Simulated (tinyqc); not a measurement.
Tunnelling through a thin dielectric with one trap, as a tight-binding chain, step by step. Values are carried at full precision from step to step, so a last printed digit may differ when a step is redone from the rounded ones.

Hopping -t everywhere, t = c/(m a^2), c = hbar^2/2m0; lead sites at 2t (band bottom 0), barrier sites 1 to N at 2t + phi, and site j has U besides. No voltage. Leads give S = -t exp(ika) on sites 1 and N, cos(ka) = 1 - E/(2t). T = (2 t sin(ka))^2 |G_1N|^2, G = (E - H - S)^-1. In the barrier cosh(q a) = 1 + (phi - E)/(2t).

Constants: hbar^2/2m0 = 3.80998211 eV angstrom^2; hbar = 6.58211957e-16 eV s.

Values chosen for the exercise (barrier and mass of the size used for Si3N4 on silicon; shifted at random, so the results belong to these values and not to a real crystal): a = 2.5 angstrom (site spacing); m = 0.5 m0 (mass, the same in leads and barrier); phi = 2.01 eV (conduction edge of the barrier above that of the leads); U = -2.52 eV (extra energy on the trap site); E = 1.14 eV (electron energy); N = 10 (barrier sites); j = 6 (site of the trap).

## Scales

Form t, ka, q a, and the level of the trap in an endless barrier, Eb = phi + 2t - sqrt(4 t^2 + U^2).

t = 1.2192 eV
ka = 1.00927 rad
q a = 0.82145
Eb = 0.9418 eV

## The matrix E - H - S

Fill it in.

E - H - S (eV):
```
[[-2.6592+1.0320i, 1.2192, 0.0000, 0.0000, 0.0000, 0.0000, 0.0000, 0.0000, 0.0000, 0.0000],
 [1.2192, -3.3084, 1.2192, 0.0000, 0.0000, 0.0000, 0.0000, 0.0000, 0.0000, 0.0000],
 [0.0000, 1.2192, -3.3084, 1.2192, 0.0000, 0.0000, 0.0000, 0.0000, 0.0000, 0.0000],
 [0.0000, 0.0000, 1.2192, -3.3084, 1.2192, 0.0000, 0.0000, 0.0000, 0.0000, 0.0000],
 [0.0000, 0.0000, 0.0000, 1.2192, -3.3084, 1.2192, 0.0000, 0.0000, 0.0000, 0.0000],
 [0.0000, 0.0000, 0.0000, 0.0000, 1.2192, -0.7884, 1.2192, 0.0000, 0.0000, 0.0000],
 [0.0000, 0.0000, 0.0000, 0.0000, 0.0000, 1.2192, -3.3084, 1.2192, 0.0000, 0.0000],
 [0.0000, 0.0000, 0.0000, 0.0000, 0.0000, 0.0000, 1.2192, -3.3084, 1.2192, 0.0000],
 [0.0000, 0.0000, 0.0000, 0.0000, 0.0000, 0.0000, 0.0000, 1.2192, -3.3084, 1.2192],
 [0.0000, 0.0000, 0.0000, 0.0000, 0.0000, 0.0000, 0.0000, 0.0000, 1.2192, -2.6592+1.0320i]]
```

## Transmission

Invert the matrix; T = (2 t sin(ka))^2 |G_1N|^2.

first row of G (1/eV): [-0.3804-0.1844i, -0.1656-0.08031i, -0.06900-0.03348i, -0.02163-0.01054i, 0.01030+0.004872i, 0.04959+0.02376i, 0.02176+0.01049i, 0.009471+0.004715i, 0.003937+0.002300i, 0.001213+0.001525i]

T = 1.618e-05

Without the trap T is 2.60e-07: the trap changes it by a factor 62.3 at this energy.

## The resonance

Resonance: the lowest eigenvalue of H + S(E), iterated until its real part equals E (40 rounds from Eb = phi + 2t - sqrt(4t^2 + U^2), the level in an endless barrier). With v the normalised squared amplitudes of that state, Gamma_L = 2 t sin(ka) v_1, Gamma_R = 2 t sin(ka) v_N; Breit-Wigner T = Gamma_L Gamma_R/((E - Er)^2 + (Gamma_L + Gamma_R)^2/4).

Find Er, the two widths, the peak height 4 Gamma_L Gamma_R/(Gamma_L + Gamma_R)^2 and the escape time hbar/(Gamma_L + Gamma_R).

Er = 0.9419 eV

widths (meV): left 0.1707, right 1.043

peak height = 0.4835
escape time = 542 fs

squared amplitudes: [0.0001, 0.0005, 0.0031, 0.0193, 0.1177, 0.7188, 0.1176, 0.0192, 0.0031, 0.0005]

The nearby leads move the level 0.1 meV above its value in an endless barrier. The trap is closer to the right lead, which takes 85.9 % of the escapes.

## Checks

- T at Er from the chain against the Breit-Wigner peak: both 0.484.
- T without trap against the closed form for a lattice barrier: both 2.599e-07.

tinyqc: `OMP_NUM_THREADS=1 python tinyqc.py 1451469 1451470 out.jsonl`; about 0.1 s, one thread, shared Intel(R) Xeon(R) Processor @ 2.30GHz.
